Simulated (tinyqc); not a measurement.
Planar metal-insulator-metal capacitor: capacitance, non-linearity, leakage and relaxation: one step of the calculation.

A film between two metal electrodes, each interface adding a series capacitance ci. The small-signal permittivity is ek (1 + aq E^2); the field is found with the linear permittivity. Leakage J = J0 sinh(E/Ef). After a voltage step the film passes a relaxation current kr C V tt^(-nr), tt being the time in seconds.

Question. Planar capacitance, field and non-linearity. Planar film: Cf = eps0 ek/t, 1/C = 1/Cf + 2/ci, EOT = 3.9 eps0/C, effective permittivity C t/eps0, E = (V/t) C/Cf; quadratic coefficient [C(V)/C - 1]/V^2 with Cf (1 + aq E^2) in C(V).

Inputs (values chosen for the exercise); permittivity of the order of that of hafnium oxide: relative permittivity of the film ek = 21.4; film thickness t = 25 nm; capacitance of each electrode interface (dead layer and screening) ci = 1000 uF/cm^2; quadratic field coefficient of the permittivity aq = 0.006 cm^2/MV^2; bias V = 0.7 V; leakage prefactor J0 = 5.6e-11 A/cm^2; field for an e-fold rise of the leakage Ef = 0.21 MV/cm.

Constants: eps0 = 8.8541878128e-14 F/cm where lengths are in cm. Results are converted to the units shown.

Wanted: Cf; C; EOT; effective permittivity; E; quadratic coefficient; J.

Answer.

Cf = 0.7579 uF/cm^2
C = 0.7568 uF/cm^2
EOT = 4.563 nm
effective permittivity = 21.37
E = 0.2796 MV/cm
quadratic coefficient = 955.6 ppm/V^2
J = 9.861e-11 A/cm^2

The interfaces take 0.151 % of the voltage.

Computed by the program tinyqc: `OMP_NUM_THREADS=1 python tinyqc.py 2102164 2102165 out.jsonl`, one thread of a shared Intel Xeon 2.30GHz, about 0.01 s for the whole run.
